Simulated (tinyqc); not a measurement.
Shape against the ratio gamma(100)/gamma(111): equilibrium crystal shape, supported particles, Gibbs-Thomson effect and coarsening. Computed by tinyqc, a small Python program. Command: `OMP_NUM_THREADS=1 python tinyqc.py 3000593 3000594 out.jsonl wulff walk`. One thread of a shared host (Intel(R) Xeon(R) Processor @ 2.30GHz), about 0.04 s of CPU time with the checks.

A cubic crystal bounded by {100}, {110} and {111} facets only.

Inputs (values chosen for the exercise, for a model metal): lattice constant a = 4.24 angstrom; first-neighbour bond energy e1 = 0.419 eV; second-neighbour bond energy e2 = 0.18 eV.

Surface energies: broken bonds, fcc.

Constants: 1 eV/angstrom^2 = 16.02176634 J/m^2.

Method:
- A cut with normal n breaks sum_R |R.n|/(2 Omega) bonds per area (R over all neighbours of a shell) and makes two surfaces: gamma = sum over shells e_s sum_R |R.n|/(4 Omega). fcc: 12 neighbours a/2 (1,1,0), 6 at a (1,0,0), Omega = a^3/4.
- Wulff construction: the facet planes lie at distances lambda gamma from the centre, and the shape is the region inside all of them; V = (1/3) sum of area x distance. gamma_mean = sum A gamma / sum A; shape factor eta = A/V^(2/3) (4.836 for a sphere).
- gamma(110)/gamma(111) is held at the value of this crystal.

gamma (J/m^2): (100) 1.81450, (110) 2.03800, (111) 1.84925

Area fractions:

| gamma(100)/gamma(111) | {100} | {110} | {111} | eta |
|---|---|---|---|---|
| 0.550 | 1.0000 | 0.00000 | 0.00000 | 6.0000 |
| 0.589 | 0.9990 | 0.00000 | 0.00102 | 5.9957 |
| 0.706 | 0.9079 | 0.00000 | 0.09209 | 5.7255 |
| 0.834 | 0.6654 | 0.04789 | 0.28668 | 5.3298 |
| 0.981 | 0.3978 | 0.15631 | 0.44586 | 5.1238 |
| 1.100 | 0.2493 | 0.23131 | 0.51936 | 5.1131 |
| 1.280 | 0.0985 | 0.33568 | 0.56585 | 5.1953 |
| 1.750 | 0.0000 | 0.44506 | 0.55494 | 5.3240 |

What does the comparison show, and why?

{100} holds 100 % of the area in the first row and 0 % in the last; without {110} the limits are a cube below 1/sqrt(3) = 0.577 and an octahedron above sqrt(3) = 1.732. The roundest shape among these rows (eta = 5.113) is at the ratio 1.1; {110} shows in 5 rows.
